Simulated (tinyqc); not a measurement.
Sharp and graded interfaces: valley splitting in a one-orbital chain of atomic planes (second-neighbour model).

Each (001) plane carries one orbital with energy e0, hopping v to the next plane and u to the second: E(phi) = e0 + 2 v cos(phi) + 2 u cos(2 phi), where phi = pi - k a/4 (the sign of every second orbital is chosen so that v > 0, which shifts the phase by pi). The minimum lies at cos(phi0) = -v/(4u), phi0 = pi - (pi/2) k0 for a valley at k0 (2 pi/a), and e0 puts it at zero. A slab of N planes has hard walls: the matrix simply ends.

A well of Nw planes between barriers of 40 planes each (as of a SiGe alloy, taken as an offset alone). With x = j - 39.5 for plane j = 0, 1, ..., the potential is V0 (f(x) + f(Nw - x)) + F (j - 40) a/4, f(y) = 1/(1 + exp(y/L)), a step for L = 0; L is in planes, 4 L is about the distance over which f goes from 0.88 to 0.12, and 1 MV/m = 1e-4 V/angstrom.

Inputs chosen for the exercise (near those of the Delta valleys of silicon; abrupt walls in this chain split the valleys several times more than measured wells; the results hold for these values, not for the real material): a = 5.427 angstrom (lattice constant; planes lie a/4 apart); V0 = 0.25 eV (barrier height); F = 8 MV/m (field); Nw = 63 (planes in the well).

u = 0.570337 eV
v = 0.605442 eV
e0 = 1.301351 eV

The lowest doublet for several interface widths L.

Doublet:

| L (planes) | 4 L (angstrom) | mean level (meV) | splitting (micro-eV) |
|---|---|---|---|
| 0.00 | 0.00 | 27.74 | 1126.56 |
| 0.25 | 1.36 | 27.89 | 578.34 |
| 0.50 | 2.71 | 28.13 | 110.46 |
| 0.75 | 4.07 | 28.42 | 21.62 |
| 1.00 | 5.43 | 28.79 | 4.11 |
| 2.00 | 10.85 | 30.84 | 0.00 |

Give the missing row, L (planes) = 1.50, 4 L (angstrom) = 8.14.

Computed row:
```
L (planes)  4 L (angstrom)  mean level (meV)  splitting (micro-eV)
1.50                  8.14             29.72                  0.12
```

The mean level moves by +3.1 meV over the table, while the splitting falls from 1126.6 micro-eV at a step to 4.11 at L = 1 plane, a factor 274. Coupling the valleys needs the Fourier component of the potential at twice the valley wave vector, a period of a few planes, and grading removes it. Random alloy disorder, left out here, sets the splitting once this part is gone.

(tinyqc, `OMP_NUM_THREADS=1 python tinyqc.py 1481170 1481171 out.jsonl`, Intel(R) Xeon(R) Processor @ 2.30GHz, 1 thread, shared host, about 0.01 s.)
